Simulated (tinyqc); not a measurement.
# Worked calculation: deep-level transient spectroscopy

Program tinyqc, `OMP_NUM_THREADS=1 python tinyqc.py 2050071 2050072 out.jsonl`; Intel Xeon 2.30GHz, shared host, one thread, about 0.01 s. Printed values are rounded.

Schottky contact on an n-type layer with shallow donors Nd (all ionised) and a donor-like deep trap, neutral when filled and positive when empty; depletion approximation. Traps within lam of the depletion edge stay filled. A long pulse to Vp fills the traps beyond x1 = Wp - lam; back at Vr those between x1 and x2 = Wr - lam emit. A rate window reads S = C(t2) - C(t1).

Values chosen for this exercise; material values close to those of silicon:
```
symbol    value   unit                                      meaning
eps_r      11.5                               relative permittivity
Nc      2.85e19  cm^-3   conduction-band density of states at 300 K
vth       2.2e7   cm/s                    thermal velocity at 300 K
Nd       4.4e15  cm^-3                        shallow donor density
Vbi         0.6      V                             built-in voltage
Et         0.23     eV  depth of the trap below the conduction edge
sn      6.4e-17   cm^2                        capture cross-section
Nt       3.2e14  cm^-3                                 trap density
Vr            9      V                                 reverse bias
Vp          0.3      V        reverse bias during the filling pulse
t1          0.1     ms                          first sampling time
t2          0.4     ms                         second sampling time
T           175      K                 temperature of the transient
```

Constants: q = 1.602176634e-19 C, kB = 1.380649e-23 J/K, eps0 = 8.8541878128e-14 F/cm where lengths are in cm. Results are converted to the units shown.

## Emission rate and rate window

Emission rate en = sn vth(T) Nc(T) exp(-Et/kB T) = sn g T^2 exp(-Et/kB T), g = vth Nc/(300 K)^2, as vth goes as T^0.5 and Nc as T^1.5 (degeneracy factor 1). For an exponential transient S peaks where en = ew = ln(t2/t1)/(t2 - t1).

g = 6.966667e21 cm^-2 s^-1 K^-2
en = 3247.676 1/s
1/en = 0.3079125 ms
ew = 4620.981 1/s

## Widths

lam = sqrt(2 eps0 eps_r (EF - ET)/(q Nd)), EF - ET = Et - (kB T/q) ln(Nc(T)/Nd), Nc(T) = Nc (T/300 K)^1.5. In the steady state at the band bending V, 2 eps0 eps_r V/q = Nd W^2 + Nt (W - lam)^2 (the second term only if W > lam). V = Vbi + Vr gives Wr and V = Vbi + Vp gives Wp; x1 = max(Wp - lam, 0).

lam = 178.1353 nm
Wr = 1619.311 nm
Wp = 502.3399 nm
x1 = 324.2046 nm
x2 = 1441.176 nm
G = (x2^2 - x1^2)/Wr^2 = 0.7520033

The rule Nt = 2 Nd |dC|/C assumes G = 1 and would understate Nt by a factor of about 1/G = 1.33 here (the limit of small Nt/Nd).

## The transient

t, sample 0 to 6 (ms): 0  0.05  0.1  0.25  0.4  0.8  2

W(t)^2 = Wr^2 + (Nt/Nd)(x2^2 - x1^2) exp(-en t), C = eps0 eps_r/W; for small Nt, dC/C = -(Nt/2 Nd) G exp(-en t) with G = (x2^2 - x1^2)/Wr^2. S = C(t2) - C(t1).

```
sample  C (nF/cm^2)  C - C(final) (pF/cm^2)
0          6.122850               -165.2041
1          6.146784               -141.2701
2          6.167352               -120.7013
3          6.213070                -74.9840
4          6.241667                -46.3872
5          6.275297                -12.7562
6          6.287794                 -0.2597
```

S = 74.31413 pF/cm^2

## Step 1: peak temperature

T at the start = 300 K

Fixed-point step for en(T) = ew: T(new) = (Et q/kB)/ln(sn g T^2/ew), g = vth Nc/(300 K)^2.

T after step 1 = 167.0553 K

## Course of the iteration for the peak temperature

Start from 300 K; stop when T changes by less than 1e-8 K.

Course of the iteration:
```
step     T (K)  change (K)
1     167.0553         133
2     180.2666        13.2
3     178.4321        1.83
4     178.6765       0.244
5     178.6438      0.0327
6     178.6482     4.38e-3
7     178.6476     5.87e-4
8     178.6476     7.85e-5
9     178.6476     1.05e-5
10    178.6476     1.41e-6
11    178.6476     1.88e-7
12    178.6476     2.52e-8
13    178.6476     3.38e-9
```

Converged in 13 steps; each multiplies the error by -2 kB T/Et = -0.13.
